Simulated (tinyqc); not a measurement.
# MOSFET with velocity saturation and source resistance: several studies

Strong inversion, charge Q = Cox (Vg - m V) at channel potential V with Vg the gate overdrive, and drift velocity v = mu E/(1 + mu E/vsat). Integrating along the channel gives I = mu Cox (1/L)(Vg Vd - m Vd^2/2)/(1 + Vd/Vc) per width, Vc = vsat L/mu, which peaks at Vdsat. Units: I in uA/um, Rs in ohm um, so the drop over Rs is 1e-6 I Rs volts.

Inputs (values chosen for the exercise): gate capacitance Cox = 2.21 uF/cm^2; mobility at low gate voltage mu0 = 560 cm^2/(V s); mobility degradation th = 0 1/V; saturation velocity vsat = 7.7e6 cm/s; body factor m = 1.16; threshold VT = 0.52 V; channel length L = 0.05 um; source resistance Rs = 900 ohm um; gate voltage Vgs = 2.5 V.

Each table varies one quantity; the others keep the values above.

## Effect of the gate voltage

Vg = Vgs - I Rs - VT (0 if negative), mu = mu0/(1 + th Vg), Vc = vsat L/mu, x = sqrt(1 + 2 Vg/(m Vc)), Vdsat = 2 Vg/(m (1 + x)), Isat = Cox vsat Vg (x - 1)/(x + 1) per width. I = Isat is solved self-consistently; gm = dI/dVgs; Vdsat is the intrinsic value. The velocity at the source is I/(Cox Vg).

The same in every row: Vc (V) = 0.06875.

Effect of the gate voltage:
```
Vgs (V)	Vdsat (V)	Isat (uA/um)	gm (uS/um)	velocity at the source/vsat
0.67	0.06094	53.31	465.0	0.3071
0.93	0.1140	186.7	542.9	0.4534
1.2	0.1533	337.5	571.1	0.5272
1.46	0.1844	488.1	585.9	0.5728
1.73	0.2124	647.7	596.0	0.6070
1.99	0.2366	803.6	603.0	0.6325
2.26	0.2596	967.2	608.5	0.6537
2.52	0.2801	1126	612.8	0.6707
```

What does the comparison show?

As Vgs goes from 0.67 to 2.52 V, Isat rises from 53.3 to 1130 uA/um, Vdsat rises from 0.0609 to 0.280 V and gm rises from 465 to 613 uS/um; the velocity at the source goes from 0.31 to 0.67 of vsat. Against the overdrive Vgs - VT the current goes with exponent 1.25 at the start and 1.09 at the end (2 for the square law). With vsat made a thousand times larger the last exponent would be 1.12, which is what th and Rs alone leave. In every row the channel is so short that velocity overshoot and near-ballistic transport, left out here, matter.

## Effect of the channel length

Same model as above.

Result of one run:
```
L (um)	Vc (V)	Vdsat (V)	Isat (uA/um)	gm (uS/um)	velocity at the source/vsat
0.2	0.2750	0.5099	933.3	554.2	0.4811
```

What becomes of these results when the channel length L is changed from 0.2 to 0.03 um, all else the same?

Result of the changed run:
```
L (um)	Vc (V)	Vdsat (V)	Isat (uA/um)	gm (uS/um)	velocity at the source/vsat
0.03	0.04125	0.2201	1159	625.9	0.7274
```

The whole series:
```
L (um)	Vc (V)	Vdsat (V)	Isat (uA/um)	gm (uS/um)	velocity at the source/vsat
0.03	0.04125	0.2201	1159	625.9	0.7274
0.057	0.07838	0.2956	1100	608.5	0.6535
0.11	0.1512	0.3958	1022	584.0	0.5668
0.2	0.2750	0.5099	933.3	554.2	0.4811
0.39	0.5363	0.6645	812.8	509.7	0.3826
0.73	1.004	0.8326	681.7	455.4	0.2932
1.4	1.925	1.021	534.7	385.3	0.2096
2.6	3.575	1.198	396.5	308.6	0.1435
5	6.875	1.364	267.2	224.8	0.09026
```

As L goes from 0.03 to 5 um, Isat falls from 1160 to 267 uA/um, Vdsat rises from 0.220 to 1.36 V and gm falls from 626 to 225 uS/um; the velocity at the source goes from 0.73 to 0.090 of vsat. Isat goes as L^(-0.08) between the first two rows and as L^(-0.60) between the last two. For L = 0.03 to 0.057 um the channel is so short that velocity overshoot and near-ballistic transport, left out here, matter. For L = 0.73 to 5 um the channel charge passes 3 uC/cm^2, near what a silicon dioxide gate withstands.

## Effect of the saturation velocity

Same model as above.

Effect of the saturation velocity:
```
vsat (cm/s)	Vc (V)	Vdsat (V)	Isat (uA/um)	gm (uS/um)	velocity at the source/vsat
4e6	0.03571	0.2414	836.9	454.8	0.7717
5.6e6	0.05000	0.2615	981.6	536.9	0.7234
7.8e6	0.06964	0.2792	1119	615.5	0.6672
1.1e7	0.09821	0.2950	1249	690.5	0.6003
1.5e7	0.1339	0.3068	1352	750.0	0.5339
2.1e7	0.1875	0.3173	1445	804.6	0.4583
3e7	0.2679	0.3259	1525	851.2	0.3782
```

As vsat goes from 4e6 to 3e7 cm/s, Isat rises from 837 to 1520 uA/um, Vdsat rises from 0.241 to 0.326 V and gm rises from 455 to 851 uS/um; the velocity at the source goes from 0.77 to 0.38 of vsat. Isat goes as vsat^(0.47) between the first two rows and as vsat^(0.15) between the last two. In every row the channel is so short that velocity overshoot and near-ballistic transport, left out here, matter.

Numbers from tinyqc (`OMP_NUM_THREADS=1 python tinyqc.py 2500051 2500052 out.jsonl`; about 0.01 s on one thread of a shared Intel Xeon 2.30GHz).
